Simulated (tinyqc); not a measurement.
Worked calculation: gas flow in a process chamber: flow regimes, conductance, effective pumping speed, pump-down, outgassing and purge. Computed by tinyqc, a small Python program that keeps every step. Command: `OMP_NUM_THREADS=1 python tinyqc.py 3120933 3120934 out.jsonl pump walk`. One thread of a shared host (Intel(R) Xeon(R) Processor @ 2.30GHz), about 0.07 s of CPU time with the checks. Intermediate numbers are printed to about 6 digits and carried at full precision; extremes and crossings named in words are read from the listed rows.

Ideal gas, isothermal flow, a pump of constant speed at the end of a round pipe; process gas, volume gas and outgassing are given the same properties. 1 sccm = 101325 Pa x 1e-6 m^3/60 s x T/273.15 K.

Inputs (values chosen for the exercise, modelled on hydrogen near room temperature):
```
quantity                     value            unit
molar mass M                 2.016           g/mol
molecular diameter            0.27              nm
viscosity eta                  8.9   micropascal s
temperature T                  300               K
chamber volume V                14               L
wall area                      1.4             m^2
pipe diameter d                  4              cm
pipe length l                   79              cm
pump speed S                    22             L/s
process gas flow                34            sccm
outgassing rate after 1 h  3.8e-07  Pa m^3/(s m^2)
outgassing exponent n         0.98               -
starting pressure p0           180              Pa
target base pressure         7e-06              Pa
```

Constants: k_B = 1.380649e-23 J/K; u = 1.6605390666e-27 kg.

## Molecular flow

Mean speed c = sqrt(8 k_B T/(pi m)); aperture conductance C_a = c pi d^2/16; molecular pipe C_m = C_a/(1 + 3 l/(4 d)) (Dushman form); viscous pipe C_v = pi d^4 p_mean/(128 eta l); Knudsen interpolation C = C_v + C_m (1 + x)/(1 + 1.24 x), x = d p_mean sqrt(m/(k_B T))/eta. Effective speed 1/S_eff = 1/S + 1/C_m; time constant V/S_eff; pressure at which the free path k_B T/(sqrt2 pi d_m^2 p) equals d.

mean speed c = 1775.02 m/s

C_a = 557.638 L/s

C_m = 35.2656 L/s

S_eff in molecular flow = 13.5482 L/s

time constant = 1.03335 s

pressure where the free path equals d = 0.319707 Pa

The pipe passes on 62 % of the pump speed.

## Process pressure

Steady flow: the pump inlet is at p_2 = Q/S, and the chamber pressure p_1 solves Q = C((p_1 + p_2)/2) (p_1 - p_2). Residence time = p_1 V/Q. Knudsen number = free path at the mean pressure over d.

throughput Q = 63.0615 Pa L/s

p_2 = 2.86643 Pa

chamber pressure p_1 = 3.93176 Pa

conductance C = 59.1943 L/s

residence time = 0.872873 s

Knudsen number = 0.0940564

The flow in the pipe is transitional.

## Purging a well-mixed chamber

With steady flow a contaminant decays as exp(-t/residence time); gas used = flow x time.

time to dilute 1e3 times = 6.02959 s

time to dilute 1e6 times = 12.0592 s

gas used for 1e6 = 6.83354 standard cm^3

## Pump-down curve

Pump-down: V dp/dt = -S_eff(p) p + q(t) A, with S_eff = S p_2/p, where p_2 solves C((p + p_2)/2) (p - p_2) = S p_2 at each moment, and q(t) = q_1 (1 h/(t + 10 s))^n; integrated adaptively. At long times p = q(t) A/S_eff. S_eff(p) is tabulated at 260 pressures and interpolated in ln p. Comparison columns: p0 exp(-t/time constant) with the molecular S_eff (0 below 1e-26 p0), and the outgassing limit.

Pressure against time:
```
t (s)        p (Pa)  S_eff (L/s)  volume gas only (Pa)  outgassing limit (Pa)
0.3     1.13240e+02      21.5394           1.34645e+02            1.22075e-02
1       3.92245e+01      20.7615           6.83903e+01            1.14457e-02
3       2.92320e+00      15.3834           9.87276e+00            9.71725e-03
10      1.00172e-02      13.5195           1.12848e-02            6.37086e-03
30      3.31876e-03      13.5383           4.43540e-11            3.22990e-03
100     1.21009e-03      13.5445                     0            1.19851e-03
300     4.35654e-04      13.5469                     0            4.34183e-04
1000    1.36591e-04      13.5478                     0            1.36450e-04
3600    3.91721e-05      13.5480                     0            3.91607e-05
20000   7.31153e-06      13.5481                     0            7.31115e-06
100000  1.51067e-06      13.5482                     0            1.51065e-06
```

From t = 30 s on the pressure is within 20 % of the outgassing limit, which falls only as (t + 10 s)^-0.98: walls, not volume, set the time to base pressure. Early on viscous flow raises S_eff to 21.5 L/s, 1.6 times its molecular value.

## Time to base pressure

From the outgassing limit: t = 1 h x (q_1 A/(S_eff p_target))^(1/n) - 10 s; monolayer time at the target = 1e19 m^-2 x 4 k_B T/(p c) for unit sticking.

time to the target = 5.80778 h

monolayer time = 13.3341 s

Checks made by the program: throughput from C and the pressure drop (relative difference below 1e-10).
